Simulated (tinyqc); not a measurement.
# A tight-binding chain with uneven site energies, recursive Green functions: what changes with what

The device has N = 7 slices of 1 site(s), nearest-neighbour hopping -t, and site energies U; the leads are semi-infinite continuations with site energy 0. V = <i+1|H|i> = -t 1.

Inputs (values chosen for the exercise):

| symbol | value | unit | meaning |
|---|---|---|---|
| t | 1 | eV | hopping (matrix element -t) |
| U | [0.43, -0.39, -0.06, 0.37, 0.01, 0.04, 0.06] | eV | site energies, slice by slice |
| E | -1.59 | eV | energy |

Each table varies one quantity; the others keep the values above.

## Effect of the strength of the potential

Sigma = t^2 g(E), g(x) = (x - i sqrt(4 t^2 - x^2))/(2 t^2) for |x| < 2 t and (x - sign(x) sqrt(x^2 - 4 t^2))/(2 t^2) otherwise; Gamma = i (Sigma - Sigma^dagger); both leads give the same. Forward pass: g_1 = (E - H_1 - Sigma)^(-1), g_i = (E - H_i - V g_(i-1) V^dagger)^(-1), with Sigma also subtracted on the last slice; G_(i,1) = g_i V G_(i-1,1), starting from g_1. H_i is the block of slice i, its site energy. T(E) = Tr[Gamma G_(N,1) Gamma G_(N,1)^dagger]. All U are multiplied by the factor sc.

Results:
```
sc       T(E)  reflection, modes - T(E)
0      1.0000                         0
0.25  0.98317                  0.016830
0.5   0.93196                  0.068039
1     0.73695                   0.26305
1.25  0.61192                   0.38808
1.5   0.48709                   0.51291
1.75  0.37440                   0.62560
2     0.28038                   0.71962
```

Estimate the missing row, sc = 0.75.

Computed row:
```
sc       T(E)  reflection, modes - T(E)
0.75  0.84769                   0.15231
```

With this row back in the table: T(E) falls from 1.00 to 0.280. At sc = 0 the device equals the leads and transmits all 1 open mode(s). Between the first two non-zero rows the reflection goes as sc^(2.02); weak scattering gives sc^2.

## Transmission against energy

Same model as above.

Transmission against energy:
```
E (eV)  open modes    T(E)  T(E) per open mode
-1.9             1  0.8842              0.8842
-1.58            1  0.7360              0.7360
-1.27            1  0.6894              0.6894
-0.95            1  0.7093              0.7093
-0.63            1  0.8259              0.8259
-0.32            1  0.9327              0.9327
0                1  0.9571              0.9571
0.32             1  0.9118              0.9118
0.63             1  0.8058              0.8058
0.95             1  0.6866              0.6866
1.27             1  0.6582              0.6582
1.58             1  0.7515              0.7515
1.9              1  0.9411              0.9411
```

T(E) lies between 0.658 (E = 1.27 eV) and 0.957 (E = 0 eV) in these rows. The leads offer 1 open mode(s), of which the mean share 0.81 is transmitted.

## The device repeated

Same model as above.

The list U is repeated k times, so the device has k N slices.

Result of one run:
```
k    T(E)  ln T(E)
1  0.7369  -0.3052
```

What becomes of these results when the number of repeats k is changed from 1 to 12, all else the same?

Result of the changed run:
```
k     T(E)  ln T(E)
12  0.7062  -0.3479
```

The whole series:
```
k     T(E)    ln T(E)
1   0.7369    -0.3052
2   0.8205    -0.1978
3   0.9492   -0.05214
4   0.7038    -0.3513
5   0.9290   -0.07368
6   0.8425    -0.1713
8   0.9976  -0.002403
10  0.7998    -0.2234
12  0.7062    -0.3479
```

T(E) moves between 0.704 and 0.998 and does not die away: at least one band of the periodic structure that the repeats form is open at this energy.

tinyqc, about 0.02 s, one thread, Intel Xeon 2.30GHz (shared host): `OMP_NUM_THREADS=1 python tinyqc.py 2660113 2660114 out.jsonl`
